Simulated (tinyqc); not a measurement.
Kinetics of strain relaxation and threading dislocations in mismatched semiconductor layers: one step, computed by the program tinyqc.

60-degree dislocations on {111} planes of a (001) layer, isotropic elasticity. The Schmid factor is 1/sqrt(6), and a misfit segment relieves strain with b/2.

Question. Excess stress and glide velocity at the start. Excess resolved stress tau = (1/sqrt 6) [2 G (1 + nu)/(1 - nu)] (e - e_eq), e_eq = b (1 - nu/4) [ln(h/b) + 1]/(4 pi (1 + nu) h), the Matthews-Blakeslee strain of an uncapped layer; glide velocity v = v0 tau exp(-Q/(k_B T)), tau in MPa.

Inputs (values chosen for the exercise, modelled on Si(0.8)Ge(0.2) on Si):
```
quantity                     value         unit
misfit f                   0.00872            -
shear modulus G               64.5          GPa
Poisson ratio nu              0.27            -
Burgers vector b              3.88     angstrom
glide activation energy Q     2.15           eV
velocity prefactor v0        39000  m/s per MPa
layer thickness h              270           nm
anneal temperature T           811            K
```

Constants: k_B = 8.617333262e-05 eV/K.

Give: equilibrium strain e_eq; excess stress tau; mobility v/tau; initial velocity.

Answer.

equilibrium strain e_eq = 6.3354e-04

excess stress tau = 740.89 MPa

mobility v/tau = 1.6997e-09 m/s per MPa

initial velocity = 1.2593 micrometre/s
